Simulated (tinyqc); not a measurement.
Bandgap voltage reference from two bipolar transistors: two steps of the calculation.

Two transistors of area 1 and N carry the same current I. Is(T) = Is (T/T0)^eta exp[(Vg0 q/kB)(1/T0 - 1/T)], VBE1 = Vt ln(I/Is(T)) + I rb, VBE2 = Vt ln(I/(N Is(T))) + I rb/N. The amplifier forces I R1(T) = VBE1 - VBE2 + Vos, with R(T) = R (1 + tc (T - T0)) for both resistors, and the output is Vref = VBE1 + I R2(T). Base currents and the Early effect are neglected.

Inputs (values chosen for the exercise); values of the order met in silicon bipolar transistors:
```
symbol  value   unit                                                   meaning
T0        298      K                                     reference temperature
Vg0     1.178      V                      band-gap voltage extrapolated to 0 K
eta       4.3                   temperature exponent of the saturation current
Is      3e-17      A           saturation current of the unit transistor at T0
N          10                              area ratio of the second transistor
R1         27   kohm  resistor across which the difference of VBE falls, at T0
tc      -1500  ppm/K                 temperature coefficient of both resistors
Vos         0     mV                                   offset of the amplifier
rb          0    ohm                  series resistance of the unit transistor
R2      283.6   kohm                                     output resistor at T0
T         253      K                                               temperature
```

Constants: q = 1.602176634e-19 C, kB = 1.380649e-23 J/K. Results are converted to the units shown.

Task 1. Operating point at another temperature. Vt = kB T/q; I = (Vt ln N + Vos)/(R1(T) - rb (1 - 1/N)).

Give: Vt; I; Is(T); VBE1; I R2; Vref.

Result 1.

Vt = 0.02180 V
I = 1.742 uA
Is(T) = 4.245e-21 A
VBE1 = 0.7336 V
I R2 = 0.5273 V
Vref = 1.261 V

From T0 to T, VBE1 changes by 91.2 mV and I R2 by -93.8 mV, which leaves -2.55 mV in Vref.

Task 2. Resistor for zero slope at T0, ideal case. With tc = 0, Vos = 0 and rb = 0 the current is proportional to T, dVBE/dT = (VBE - Vg0 - (eta - 1) Vt)/T, and Vref has zero slope at T0 when Vref = Vg0 + (eta - 1) Vt0. Find VBE1, its slope, that Vref, R2/R1 and the curvature d2Vref/dT2 = -(eta - 1) kB/(q T0).

Give: VBE1; dVBE/dT; Vref; R2/R1; curvature.

Result 2.

VBE1 = 0.6423 V
dVBE/dT = -2.082 mV/K
Vref = 1.263 V
R2/R1 = 10.49
curvature = -0.9543 uV/K^2

Computed by the program tinyqc: `OMP_NUM_THREADS=1 python tinyqc.py 2062071 2062072 out.jsonl`, one thread of a shared Intel Xeon 2.30GHz, about 0.02 s for the whole run.
